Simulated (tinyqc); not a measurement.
Interface roughness in a thin film (subband fluctuation and scattering), step by step. Values are carried at full precision from step to step, so a last printed digit may differ when a step is redone from the rounded ones.

Square well of width t, barriers V0, c = hbar^2/2m0: E1 solves k t + 2 atan[(k/mz)/(kappa/mb)] = pi, k = sqrt(mz E/c), kappa = sqrt(mb (V0 - E)/c). One interface is rough, so the subband edge fluctuates by G dt with G = |dE1/dt| (central difference of 0.01 angstrom; 2 E1/t for hard walls).

Constants: hbar^2/2m0 = 3.80998211 eV angstrom^2; e^2/(4 pi eps0) = 14.39964547 eV angstrom; hbar = 6.58211957e-16 eV s.

Values chosen for the exercise (near those of a thin Si channel on (100), two-fold valleys; shifted at random, so the results belong to these values and not to a real crystal):
- t = 38 angstrom (film thickness)
- mz = 0.897 m0 (confinement mass)
- V0 = 3.18 eV (barrier)
- mb = 0.53 m0 (barrier mass)
- D = 2.9 angstrom (rms height of the roughness)
- md = 0.192 m0 (mass in the plane)
- gv = 2 (valleys)
- Lc = 8 angstrom (correlation length)
- Ns = 3.8 x 1e12/cm^2 (sheet density)
- eps = 8 (mean dielectric constant at the channel)
- Lg = 300 angstrom (gate length)
- Wg = 1000 angstrom (gate width)

## Sensitivity of the level to thickness

Give E1, G, the hard-wall values and the rms fluctuation G D.

E1 = 26.49 meV
G = |dE1/dt| = 1.3315 meV/angstrom

hard walls: E1 (meV) and G (meV/angstrom): 29.031  1.528

G D = 3.86 meV

Hard walls overstate G by a factor 1.15, and the scattering rate, which goes as G^2, by 1.32.

## The angular integrand

Gaussian roughness spectrum S(q) = pi D^2 Lc^2 exp(-q^2 Lc^2/4). Degenerate gas, taken to fill one subband (the second starts to fill once c kF^2/md exceeds E2 - E1, which is not tested here): kF = sqrt(2 pi Ns/gv), q = 2 kF sin(theta/2), 1/tau = (md/(2 pi c hbar)) G^2 times the integral from 0 to pi of S(q)(1 - cos theta)/eps(q)^2 dtheta, eps(q) = 1 + qs/q with screening (qs = gv md q0/(c eps), q0 = e^2/(4 pi eps0), form factors left out, which overstates the screening; other scattering is left out too, so these values lie far above measured mobilities in all but the thinnest films) or 1 without; mobility = tau c2/md with c2 = e/m0 = 1.75882e15 cm^2/(V s^2); 1e12/cm^2 = 1e-4/angstrom^2.

kF, qs, and exp(-q^2 Lc^2/4)(1 - cos theta) without and with the factor 1/eps^2 at theta = 30, 60, ..., 180 degrees.

kF = 0.03455 1/angstrom
qs = 0.1814 1/angstrom

Integrand:
```
theta,q (1/angstrom),bare,eps(q),screened
30,0.0179,0.133,11.14,0.00107
60,0.0346,0.491,6.25,0.0126
90,0.0489,0.963,4.71,0.0433
120,0.0598,1.42,4.03,0.0872
150,0.0667,1.74,3.72,0.126
180,0.0691,1.85,3.63,0.141
```

kF Lc = 0.28: the roughness is short-ranged for these electrons, and back-scattering dominates.

## Scattering time and mobility

Integrate over theta.

Results:
```
case,integral,tau (fs),mobility (cm^2/(V s))
bare,2.967,9227,8.452e+04
screened,0.1782,1.536e+05,1.407e+06
```

Screening raises the mobility by a factor 16.7. With it kF l = 1.11e+04, so by this rate the carriers are far from localisation. Phonons, and the gate field that presses carriers to the wall, limit real channels far below this value.

## Threshold variation

Averaged over an area A = Lg Wg much larger than Lc^2, the thickness varies by D sqrt(pi Lc^2/A), so sigma(Vt) = G D Lc sqrt(pi/A)/e; the Pelgrom coefficient is sigma sqrt(A) (1 micrometre = 1e4 angstrom).

rms of the mean thickness = 0.075 angstrom
sigma(Vt) = 0.100 mV
coefficient = 0.00548 mV micrometre

The electrostatic effect of the thickness is left out.

## Checks

- G from the envelope at the wall, psi(t/2)^2 (E1 + c mz (kappa/mb)^2), against the difference quotient, meV/angstrom: both 1.331.
- Bare integral for Lc -> 0 against pi: both 3.1416.

tinyqc: `OMP_NUM_THREADS=1 python tinyqc.py 1280390 1280391 out.jsonl`; about 0.01 s, one thread, shared Intel(R) Xeon(R) Processor @ 2.30GHz.
